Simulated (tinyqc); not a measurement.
Four-point probe, van der Pauw, Hall and spreading-resistance readings of a semiconductor layer: one step, computed by the program tinyqc.

The layer is uniform and ohmic; contacts are points unless a radius is given.

Question. Four-point voltage. Collinear probes with equal spacing on a layer with conducting backing: images at depth 2 m t give V = (rho I/(2 pi s)) G, G = 1 + 4 sum_(m>=1) (-1)^m [1/sqrt(1 + (2 m u)^2) - 1/sqrt(4 + (2 m u)^2)], u = t/s; the sum runs to m = 20000, with the last term halved. Limits: thick, rho = 2 pi s V/I; thin on an insulator, rho = (pi/ln 2) t V/I.

Inputs (values chosen for the exercise, modelled on n-type silicon): layer thickness t = 880 micrometre; probe spacing s = 0.635 mm; current I = 4 mA.

Backing of the layer: conducting.

resistivity rho = 0.01942580 ohm cm

Give: t/s; G; voltage V; rho by the thick formula; rho by the thin formula.

Answer.

t/s = 1.3858

G = 0.83711

voltage V = 0.16303 mV

rho by the thick formula = 0.016261 ohm cm

rho by the thin formula = 0.016256 ohm cm

The thick formula is off by -16.3 % and the thin one by -16.3 %. A conducting backing shunts the current, so V lies below the thick value.
